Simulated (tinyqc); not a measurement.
Lateral field, substrate current, probability of reaching the oxide barrier and hot-carrier lifetime of a silicon transistor (pseudo-two-dimensional and lucky-electron models): one step, computed by the program tinyqc. Command: `OMP_NUM_THREADS=1 python tinyqc.py 3021907 3021908 out.jsonl hotcar walk`. One thread of a shared host (Intel(R) Xeon(R) Processor @ 2.30GHz), about 0.01 s of CPU time with the checks.

Local-field models: a lucky carrier gains its energy at the peak field over a path free of collisions. Voltages are magnitudes.

Question. Hot-carrier currents and lifetime. C_ox = 3.9 eps_0/t; F_sat = 2 v_s/mu; V_Dsat = V_ov F_sat L/(V_ov + F_sat L), V_ov = V_G - V_T; I_D/W = C_ox v_s (V_ov - V_Dsat). Scale length l = 0.22 t^(1/3) x_j^(1/2) (all in cm); F_m = sqrt(((V_D - V_Dsat)/l_e)^2 + F_sat^2), with l_e = l; length of the velocity-saturated region l_e ln((V_D - V_Dsat)/(l_e F_sat) + F_m/F_sat). Substrate current I_sub/I_D = (A_i/B_i)(V_D - V_Dsat) exp(-B_i/F_m); probability of reaching the oxide barrier exp(-phi_b/(e lambda F_m)); lifetime tau = (H/(I_D/W)) exp(phi_it/(e lambda F_m)).

Inputs (values chosen for the exercise, modelled on a silicon p-channel):

| quantity | value | unit |
|---|---|---|
| channel length L | 1400 | nm |
| oxide thickness t | 34 | nm |
| junction depth x_j | 420 | nm |
| mobility mu | 100 | cm^2/(V s) |
| saturation velocity v_s | 0.74 | 1e7 cm/s |
| threshold voltage V_T | 0.47 | V |
| gate voltage V_G | 5.5 | V |
| drain voltage V_D | 12 | V |
| ionisation prefactor A_i | 7.8e+06 | 1/cm |
| ionisation field B_i | 3.58 | MV/cm |
| hot-carrier mean free path lambda | 5 | nm |
| oxide barrier phi_b | 4.6 | eV |
| interface-trap threshold phi_it | 4.4 | eV |
| lifetime constant H | 30 | s microampere/micrometre |

Drain: abrupt.

Constants: eps_0 = 8.8541878128e-12 F/m.

Give: I_sub/I_D; substrate current I_sub/W; probability of reaching phi_b; lifetime tau; exponent m = phi_it/(e lambda B_i).

Answer.

I_sub/I_D = 0.0022165

substrate current I_sub/W = 0.16368 microampere/micrometre

probability of reaching phi_b = 9.8975e-11

lifetime tau = 1.5076e+09 s

exponent m = phi_it/(e lambda B_i) = 2.4581

Since both exponentials depend on 1/F_m, tau I_D scales about as (I_sub/I_D)^(-m) with m = 2.46, which lets I_sub serve as the monitor. The lifetime is 4.78 times ten years (3.156e8 s).
